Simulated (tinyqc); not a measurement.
Moment against band filling: Stoner model of a band ferromagnet.

Density of states per atom and spin: flat with a rise to the top, D(e) = (M/W) [1 - sp + 4 sp (e/W + 1/2)^3]. Levels e -/+ I m/2 for up and down spin, m = n_up - n_down, n_up + n_down = nd. At zero temperature e(N) is the energy below which N states lie, and E(m) = sum over spins of integral e D de - I m^2/4.

Values chosen for the exercise:
- W = 4.7 eV (band width, e from -W/2 to W/2)
- M = 5 (states per atom and spin)
- sp = 0.23 (shape parameter)
- I = 1.12 eV (Stoner parameter)

Rigid band, I fixed: a Slater-Pauling curve.

Results:
```
nd   I D(EF)  m (muB)  m_max
3.0    0.979    0.000    3.0
4.0    1.055    4.000    4.0
5.0    1.164    5.000    5.0
6.0    1.302    4.000    4.0
6.5    1.379    3.500    3.5
7.0    1.461    3.000    3.0
7.5    1.547    2.500    2.5
8.0    1.636    2.000    2.0
8.5    1.728    1.500    1.5
9.0    1.822    1.000    1.0
9.5    1.917    0.500    0.5
```

Magnetic fillings among those listed: 4.0, 5.0, 6.0, 6.5, 7.0, 7.5, 8.0, 8.5, 9.0 and 9.5; the largest moment is 5.00 at nd = 5. At 4.0, 5.0, 6.0, 6.5, 7.0, 7.5, 8.0, 8.5, 9.0 and 9.5 the moment is saturated and follows m_max, changing by one per electron.

tinyqc: `OMP_NUM_THREADS=1 python tinyqc.py 1682428 1682429 out.jsonl`; about 0.3 s, one thread, shared Intel(R) Xeon(R) Processor @ 2.30GHz.
